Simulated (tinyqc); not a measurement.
Worked calculation: Pariser-Parr-Pople SCF with singles CI, for the molecule O=Cc1cc(Cl)cs1 (SMILES; centres numbered as the heavy atoms are written). One step of it, computed by the program tinyqc.

Question. Singles CI, triplets. Over the 6 single excitations with the smallest orbital gaps: A = (e_a - e_i) delta - (ij|ab), with (pq|rs) = sum c_mp c_mq gamma_mn c_nr c_ns.

orbital energies (eV): -14.596470  -13.565234  -12.461532  -10.320411  -9.635479  -2.276850  0.201214  1.341851

coefficients:
```
          MO1        MO2        MO3        MO4        MO5        MO6        MO7        MO8
1O   0.177509  -0.297030   0.646152  -0.154877   0.398036  -0.453001   0.205783  -0.181036
2C   0.244661  -0.308492   0.446183  -0.020556  -0.032367   0.575024  -0.394617   0.397554
3C   0.399843  -0.308862   0.015139   0.164572  -0.529598   0.219774   0.326656  -0.530978
4C   0.317835  -0.065691  -0.044653   0.619627  -0.162047  -0.406209   0.137497   0.546409
5C   0.376656   0.181732  -0.120370   0.419824   0.405853  -0.001263  -0.534159  -0.429323
6Cl  0.441033   0.775041   0.287722  -0.258772  -0.202013   0.001504   0.096227   0.070591
7C   0.335766  -0.029250  -0.327408  -0.070049   0.561098   0.378322   0.537296   0.166304
8S   0.445666  -0.286922  -0.420376  -0.562536  -0.115884  -0.328176  -0.305037   0.108252
```

repulsion gamma_rs (eV), lower triangle:
```
            1O         2C         3C         4C         5C        6Cl         7C         8S
1O   15.200000
2C    5.773179  11.130000
3C    4.091723   5.344927  11.130000
4C    2.974142   3.800607   5.345805  11.130000
5C    2.500595   2.928928   4.046333   5.346558  11.130000
6Cl   2.038629   2.352152   2.989914   3.904204   5.551888  13.000000
7C    2.677060   2.928952   4.046407   4.046328   5.344927   3.903826  11.130000
8S    3.649667   3.903826   5.551888   4.163091   4.162922   3.043932   5.552618  13.000000
```

Give: triplet CI matrix; triplet excitation energies.

Answer.

triplet CI matrix (eV), lower triangle:
```
         5>6      4>6      5>7      3>6      4>7     5>8
5>6   2.4848
4>6   0.3989   3.3066
5>7  -0.5624  -0.2261   4.3783
3>6  -0.6308  -0.0924   0.7569   4.4513
4>7  -0.2261  -0.4912  -0.2287  -0.5021   5.3877
5>8   0.1690  -0.0215  -0.1508  -0.3699  -0.4657  5.8163
```

triplet excitation energies (eV): 2.1327  3.1494  3.6194  4.8760  5.8650  6.1826
